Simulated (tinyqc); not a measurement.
Admittance spectroscopy of a deep trap: one step of the calculation.

Schottky contact on an n-type layer with shallow donors Nd (all ionised) and a donor-like deep trap, neutral when filled and positive when empty; depletion approximation. Traps within lam of the depletion edge stay filled. The traps at xt = W - lam, where the level crosses the Fermi level, follow a slow signal and not a fast one. w = 2 pi f.

Question. Widths and limiting capacitances. lam = sqrt(2 eps0 eps_r (EF - ET)/(q Nd)), EF - ET = Et - (kB T/q) ln(Nc(T)/Nd), Nc(T) = Nc (T/300 K)^1.5. In the steady state at the band bending V, 2 eps0 eps_r V/q = Nd W^2 + Nt (W - lam)^2 (the second term only if W > lam). V = Vbi + Vr. C_HF = eps0 eps_r/W, C_LF = eps0 eps_r (Nd + Nt)/(Nd W + Nt xt).

Values chosen for this exercise; material values close to those of indium phosphide:
- eps_r = 12.7 (relative permittivity)
- Nc = 5.62e17 cm^-3 (conduction-band density of states at 300 K)
- Nd = 5.9e14 cm^-3 (shallow donor density)
- Vbi = 0.99 V (built-in voltage)
- Et = 0.24 eV (depth of the trap below the conduction edge)
- Nt = 2.7e13 cm^-3 (trap density)
- Vr = 1.2 V (reverse bias)
- T = 241 K (temperature)

Constants: q = 1.602176634e-19 C, kB = 1.380649e-23 J/K, eps0 = 8.8541878128e-14 F/cm where lengths are in cm. Results are converted to the units shown.

Give: lam; W; xt; C_HF; C_LF.

Answer.

lam = 498.3 nm
W = 2252 nm
xt = 1753 nm
C_HF = 4.994 nF/cm^2
C_LF = 5.043 nF/cm^2

The step is 0.978 % of C_HF.

Program tinyqc, `OMP_NUM_THREADS=1 python tinyqc.py 2050147 2050148 out.jsonl`; Intel Xeon 2.30GHz, shared host, one thread, about 0.01 s.
